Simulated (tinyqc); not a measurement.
# Threshold-voltage variability of a planar MOSFET, analytic estimates: effects of single changes

Three independent sources add in quadrature: random dopants in the depleted layer, metal-gate grains of two orientations, and roughness of the two gate edges acting through the roll-off VT = VT(long) - Vr exp(-L/l). These are first-order estimates: no three-dimensional electrostatics, no percolation.

Parameters, values chosen for the exercise; material values close to those of silicon:

| symbol | value | unit | meaning |
|---|---|---|---|
| T | 400 | K | temperature |
| Eg | 1.1 | eV | band gap |
| eps_r | 11.9 |  | relative permittivity of the semiconductor |
| Nc | 4.25e19 | cm^-3 | conduction-band density of states at T |
| Nv | 4.16e19 | cm^-3 | valence-band density of states at T |
| Na | 6.5e17 | cm^-3 | channel doping |
| ti | 1.3 | nm | oxide-equivalent thickness in inversion |
| L | 25 | nm | gate length |
| W | 120 | nm | gate width |
| G | 5 | nm | metal grain size |
| dW | 0.3 | eV | work-function difference of the two grain orientations |
| p | 0.4 |  | share of the orientation of higher work function |
| De | 0.6 | nm | rms roughness of one gate edge |
| La | 10 | nm | correlation length of the roughness |
| l | 5.8 | nm | decay length of the threshold roll-off |
| Vr | 2.9 | V | prefactor of the roll-off |

Constants: q = 1.602176634e-19 C, kB = 1.380649e-23 J/K, Vt = kB T/q, eps0 = 8.8541878128e-14 F/cm where lengths are in cm. Results are converted to the units shown.

Each table varies one quantity; the others keep the values above.

## Effect of the gate width

ni = sqrt(Nc Nv) exp(-Eg/(2 Vt)), Eg in volts; Cox = 3.9 eps0/ti; Wd = sqrt(4 eps0 eps_r Vt ln(Na/ni)/(q Na)); dopants: s1 = (q/Cox) sqrt(Na Wd/(3 L W)). Grains: Ng = L W/G^2 (at least 1), s2 = dW sqrt(p (1 - p)/Ng). Edges, with exponential correlation and u = W/La: the mean gate length has sL^2 = 2 De^2 (2/u)[1 - (1 - exp(-u))/u]; s3 = sL (Vr/l) exp(-L/l). s = sqrt(s1^2 + s2^2 + s3^2). l and Vr are held fixed.

Results:
```
W (nm)  s1 (mV)  s2 (mV)  s3 (mV)  s (mV)  s sqrt(L W) (mV um)
40       17.878   23.238   3.4996  29.528              0.93374
65       14.025   18.229   2.9075  23.183              0.93454
170      8.6722   11.272   1.8958  14.348              0.93536
280      6.7573   8.7831   1.4953  11.182              0.93557
450      5.3303   6.9282   1.1877  8.8217              0.93568
740      4.1566   5.4027  0.93030  6.8798              0.93576
1200     3.2641   4.2426  0.73246  5.4029              0.93580
```

Estimate the missing row, W = 110 nm.

Computed row:
```
W (nm)  s1 (mV)  s2 (mV)  s3 (mV)  s (mV)  s sqrt(L W) (mV um)
110      10.781   14.013   2.3163  17.831              0.93509
```

With this row back in the table: As W goes from 40 to 1200 nm, s falls from 29.5 to 5.40 mV. The grains are the largest source in the first and the last row. The product s sqrt(L W) stays near 0.935 mV um: s1 and s2 count independent dopants and grains, so they go as 1/sqrt(L W), and s3 is too small to matter. In every row the depletion depth exceeds L, so source and drain share much of the charge and s1 is rough.

## Effect of the correlation length of the roughness

Same model as above.

l and Vr are held fixed.

The same in every row: s1 (mV) = 10.322; s2 (mV) = 13.416.

Result of one run:
```
La (nm)  s3 (mV)  s (mV)  s sqrt(L W) (mV um)
2         1.0315  16.959              0.92888
```

What becomes of these results when the correlation length of the roughness La is changed from 2 to 40 nm, all else the same?

Result of the changed run:
```
La (nm)  s3 (mV)  s (mV)  s sqrt(L W) (mV um)
40        3.8453  17.359              0.95078
```

The whole series:
```
La (nm)  s3 (mV)  s (mV)  s sqrt(L W) (mV um)
2         1.0315  16.959              0.92888
5         1.6101  17.004              0.93135
10        2.2269  17.073              0.93515
20        3.0035  17.192              0.94165
40        3.8453  17.359              0.95078
80        4.5678  17.533              0.96033
160       5.0660  17.669              0.96779
```

As La goes from 2 to 160 nm, s rises from 17.0 to 17.7 mV. The grains are the largest source in the first and the last row. The edge term s3 rises from 1.03 to 5.07 mV: a longer correlation averages out less along the width. In every row the depletion depth exceeds L, so source and drain share much of the charge and s1 is rough.

## Effect of the oxide-equivalent thickness in inversion

Same model as above.

l and Vr are held fixed.

The same in every row: s2 (mV) = 13.42; s3 (mV) = 2.227.

Effect of the oxide-equivalent thickness in inversion:
```
ti (nm)  s1 (mV)  s (mV)  s sqrt(L W) (mV um)
0.8        6.352   15.01               0.8221
1.2        9.528   16.61               0.9095
1.6        12.70   18.61                1.019
2          15.88   20.91                1.145
2.4        19.06   23.41                1.282
2.8        22.23   26.06                1.427
3.2        25.41   28.82                1.578
```

Read the table: what changes, and by how much?

As ti goes from 0.8 to 3.2 nm, s rises from 15.0 to 28.8 mV. The largest source is the grains in the first row and the dopants in the last. s1 goes on average as ti^(1.00). In every row the depletion depth exceeds L, so source and drain share much of the charge and s1 is rough.

tinyqc, about 0.01 s, one thread, Intel Xeon 2.30GHz (shared host): `OMP_NUM_THREADS=1 python tinyqc.py 2090063 2090064 out.jsonl`
